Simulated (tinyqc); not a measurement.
Piezoresistors in the (001) plane of a cubic crystal: effect of the direction of the resistor.

Plane stress in crystal axes x = [100], y = [010]. First-order piezoresistance: d rho_xx/rho = p11 sxx + p12 syy, d rho_yy/rho = p12 sxx + p11 syy, d rho_xy/rho = p44 sxy; a resistor along d = (cos th, sin th) changes by dR/R = d.(d rho/rho).d. Changes of geometry and second-order terms are left out.

For uniaxial stress along or across the current: pL = p11 - (A/2) sin^2(2 th), pT = p12 + (A/2) sin^2(2 th), A = p11 - p12 - p44. dR/R is for the given stress.

Parameters, values chosen for the exercise; coefficients close to those of lightly doped p-type silicon: piezoresistive coefficient p11 = 6.92 x 1e-11/Pa; piezoresistive coefficient p12 = -1.06 x 1e-11/Pa; piezoresistive coefficient p44 = 146 x 1e-11/Pa; stress sxx Sx = 141 MPa; stress syy Sy = 176 MPa; shear stress sxy St = 7 MPa.

Effect of the direction of the resistor:
```
th (deg)  pL (1e-11/Pa)  pT (1e-11/Pa)  pL - pT (1e-11/Pa)  dR/R (%)
0                 6.920         -1.060               7.980    0.7892
10                14.99         -9.133               24.13     1.147
20                35.43         -29.57               65.01     1.479
30                58.68         -52.82               111.5     1.744
45                75.93         -70.07               146.0     1.951
60                58.68         -52.82               111.5     1.884
75                24.17         -18.31               42.48     1.561
90                6.920         -1.060               7.980     1.068
```

Read the table: what changes, and by how much?

The sum pL + pT = p11 + p12 = 5.86 holds in every row. |pL - pT|, which sets the output of a bridge under uniaxial stress, is largest at 45 degrees (146) and is 7.98 at 0 degrees. The change dR/R goes from 0.789 through a maximum of 1.95 (at th = 45 deg among the rows listed) to 1.07 %.

tinyqc, about 0.01 s, one thread, Intel Xeon 2.30GHz (shared host): `OMP_NUM_THREADS=1 python tinyqc.py 2530149 2530150 out.jsonl`
